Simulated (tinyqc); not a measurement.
Inside a calculation. Model: off-state leakage of single and stacked transistors.

Computed by the program tinyqc: `OMP_NUM_THREADS=1 python tinyqc.py 2242068 2242069 out.jsonl`, one thread of a shared Intel Xeon 2.30GHz, about 0.04 s for the whole run. Printed values are rounded.

n-channel devices of unit width. Subthreshold current I(Vg, Vs, Vd) = I0 (T/300 K)^0.5 exp[(Vg - Vs - VT(T) - gb (Vs - Vb) + dd (Vd - Vs))/(nf Vt)] (1 - exp(-(Vd - Vs)/Vt)), VT(T) = VT - cT (T - 300 K). Gate-edge tunnelling Ig (Vd/1 V) exp(ag (Vd - 1 V)), for a gate at 0 V, and band-to-band leakage Ab u exp(-Bb/u), u = Vd - Vb + 1 V, flow at a drain held at V; both are taken as independent of T. In a stack of off transistors (all gates at 0 V) the same subthreshold current passes through each.

Values chosen for this exercise; values of the order met in bulk silicon logic transistors:
- T = 358 K (temperature)
- V = 1.1 V (supply voltage)
- VT = 0.42 V (threshold at 300 K, zero drain and body bias)
- cT = 0.9 mV/K (fall of the threshold with temperature)
- I0 = 0.6 uA/um (current at threshold at 300 K)
- nf = 1.47 (slope factor)
- dd = 0.11 (drain-induced lowering per volt)
- gb = 0.12 (rise of the threshold per volt of source-body bias)
- Ig = 0.0007 uA/um (gate-edge tunnelling current at 1 V)
- ag = 4.2 1/V (exponential slope of the gate current)
- Ab = 200 uA/(um V) (prefactor of band-to-band leakage at the drain)
- Bb = 29 V (its exponential voltage)
- Vb = -0.3 V (body voltage)

Constants: q = 1.602176634e-19 C, kB = 1.380649e-23 J/K, Vt = kB T/q. Results are converted to the units shown.

## Leakage of one transistor

Vg = Vs = 0, Vd = V; effective threshold VT(T) - gb Vb - dd V.

effective threshold = 0.2828 V
parts (nA/um): subthreshold 1.28313, gate edge 1.17191, band-to-band 2.71342
total = 5.16846 nA/um
shares (%): subthreshold 24.8262, gate edge 22.6743, band-to-band 52.4995

The band-to-band part is the largest.

## Starting value

Vx = dd V/(1 + gb + 2 dd), the solution for Vx well above Vt, rounded to three decimals.

Vx at the start = 0.09 V

## Iteration 1: new Vx

Stack of two, Vx the node between them: I_low = I(0, 0, Vx), I_up = I(0, Vx, V), f = ln(I_up/I_low), f' = -(1 + gb + 2 dd)/(nf Vt) - 1/(Vt (exp(Vx/Vt) - 1)) - 1/(Vt (exp((V - Vx)/Vt) - 1)), Vx(new) = Vx - f/f'.

I_low = 0.104753 nA/um
I_up = 0.111723 nA/um
f = 0.0644150
f' = -31.4014 1/V
Vx after iteration 1 = 0.0920513 V

## Iteration 2: new Vx

As before.

I_low = 0.105663 nA/um
I_up = 0.105677 nA/um
f = 1.30376e-4
f' = -31.2758 1/V
Vx after iteration 2 = 0.0920555 V

## Iteration 3: new Vx

As before.

I_low = 0.105665 nA/um
I_up = 0.105665 nA/um
f = 5.12456e-10
f' = -31.2755 1/V
Vx after iteration 3 = 0.0920555 V

## Course of the iteration

Stop when the step is below 1e-11 V, or after 40 iterations.

Course of the iteration:
```
iteration  Vx before the step (V)  step (V)
1                            0.09   2.05e-3
2                       0.0920513   4.17e-6
3                       0.0920555  1.64e-11
4                       0.0920555         0
```

Converged in 4 iterations. The subthreshold current of the stack is 0.1057 nA/um, 12.1 times less than that of one transistor (the drain leakage is unchanged); the estimate exp[dd V (1 + gb + dd)/((1 + gb + 2 dd) nf Vt)] gives 11.6.
